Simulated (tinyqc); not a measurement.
Capillary instabilities by surface diffusion: grooving and agglomeration of films, edge retraction, wire break-up and smoothing of roughness. From time to reach the substrate back to activation energy Q. Computed by tinyqc, a small Python program. Command: `OMP_NUM_THREADS=1 python tinyqc.py 3012127 3012128 out.jsonl dewet inv`. One thread of a shared host (Intel(R) Xeon(R) Processor @ 2.30GHz), about 0.01 s of CPU time with the checks.

Isotropic surface energy; shapes change by surface diffusion alone.

Inputs (values chosen for the exercise, for a model film):
```
quantity,value,unit
surface energy gamma_s,1.83,J/m^2
grain-boundary energy gamma_b,0.56,J/m^2
interface energy gamma_i,1.2,J/m^2
atomic volume Omega,11.1,angstrom^3
surface sites nu,13,1/nm^2
prefactor D0,1.1e-05,m^2/s
temperature T,1056,K
time t,16,s
film thickness h,10,nm
grain radius R,250,nm
```

Grooves: at the surface and the interface.

Constants: k_B = 8.617333262e-05 eV/K; k_B = 1.380649e-23 J/K.

Method:
- B = D_s nu gamma_s Omega^2/(k_B T), D_s = D0 exp(-Q/(k_B T)).
- Groove angle beta: sin(beta) = gamma_b/(2 gamma). For circular grains of radius R with spherical caps the groove ends (measured from the mean surface) at the depth R g(beta), g = (2 - 3 cos beta + cos^3 beta)/(3 sin^3 beta). The film parts if R [g(beta_s) + g(beta_i)] > h.
- Mullins' isolated groove: depth below the flat surface d = 0.780 m (B t)^(1/4), m = tan(beta_s), width between the ridges 4.6 (B t)^(1/4); time to reach h: (h/(0.780 m))^4/B.

Problem. A run gave the result below. Find the activation energy Q, known to lie between 0.92 and 3 eV.

time to reach the substrate = 754.4911 s

Solution.

Each step takes the trial c = (a f_b - b f_a)/(f_b - f_a), f being the result less the target and a, b, c the logarithms of the listed values; c replaces end b, the old b replaces a if the sign of f changed, and otherwise f_a is halved.

Scan of the range:
```
activation energy Q (eV),time to reach the substrate (s)
0.92,5.22694e-01
1.12,4.70708e+00
1.36,6.57893e+01
1.66,1.77791e+03
2.02,9.29002e+04
2.46,1.16930e+07
3.00,4.41655e+09
```

False position (Illinois rule, in the logarithm of the input) inside the bracket:
```
step,end a,end b,trial,time to reach the substrate (s)
1,1.36000,1.66000,1.47354,229.096
2,1.66000,1.47354,1.53432,446.772
3,1.66000,1.53432,1.58036,741.000
4,1.66000,1.58036,1.58425,773.419
5,1.58036,1.58425,1.58198,754.313
6,1.58425,1.58198,1.58200,754.489
7,1.58425,1.58200,1.58200,754.493
8,1.58200,1.58200,1.58200,754.491
```

Time to reach the substrate rises at every point of a 13-point scan of the range (every second point is shown), so one value fits; it is bracketed by 1.36 and 1.66. Answer: activation energy Q = 1.582 eV.

Caution: the grains are too small for the surface groove ever to reach the depth h.
